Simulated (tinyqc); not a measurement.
Gap and mesh density: special k points of the fcc lattice.

Lattice vectors in units of a: a1 = (0, 1/2, 1/2), a2 = (1/2, 0, 1/2), a3 = (1/2, 1/2, 0); reciprocal vectors b_i with a_i . b_j = 2 pi delta_ij. Mesh: k = sum_i f_i b_i with f_i = (2 j_i + shift)/(2 N), j_i = 0 .. N-1. The point group of the lattice has 48 operations; only those that map the mesh onto itself are used.

A_m(k) = sum over the m-th star of lattice vectors R of cos(k . R), stars in order of length: m = 1: |R|^2 = 0.5, 12 vectors, such as (1, 0, 0) in the basis a_i; m = 2: |R|^2 = 1, 6 vectors, such as (1, 1, -1) in the basis a_i; m = 3: |R|^2 = 1.5, 24 vectors, such as (2, 0, -1) in the basis a_i; m = 4: |R|^2 = 2, 12 vectors, such as (2, 0, 0) in the basis a_i; m = 5: |R|^2 = 2.5, 24 vectors, such as (2, 1, -1) in the basis a_i; m = 6: |R|^2 = 3, 8 vectors, such as (3, -1, -1) in the basis a_i. The zone mean of every A_m is zero.

Test function, the lower band of a two-band insulator: E(k) = -sqrt(D^2 + (e0 - t A_1(k))^2).

Inputs chosen for the exercise (out of a larger set: the lattice of Si, GaAs, Cu and Al; not measured data): t = 0.34 eV (coupling); e0 = 2.42 eV (offset).

D takes the values listed; errors against the unshifted mesh with N = 30, for unshifted meshes.

Errors (meV):

| D (eV) | reference (eV) | N = 2 | N = 4 | N = 6 | N = 8 |
|---|---|---|---|---|---|
| 0.2 | -2.5038 | -338.759 | 18.634 | -6.971 | 1.928 |
| 0.4 | -2.5385 | -326.762 | 16.772 | -4.498 | 1.293 |
| 0.8 | -2.6563 | -297.355 | 11.160 | -1.749 | 0.352 |
| 1.5 | -2.9804 | -247.860 | 4.728 | -0.329 | 0.028 |
| 2.5 | -3.6196 | -194.712 | 1.458 | -0.035 | 0.001 |
| 4.0 | -4.7987 | -144.038 | 0.359 | -0.002 | 0.000 |

The first listed N from which the error stays below 0.5 meV is none for D = 0.2, none for D = 0.4, 8 for D = 0.8, 6 for D = 1.5, 6 for D = 2.5, 4 for D = 4 eV. A larger D makes the function smoother, so its Fourier coefficients fall faster with |R|.

Program tinyqc; command `OMP_NUM_THREADS=1 python tinyqc.py 1680444 1680445 out.jsonl`; about 0.2 s on one thread of a shared Intel(R) Xeon(R) Processor @ 2.30GHz.
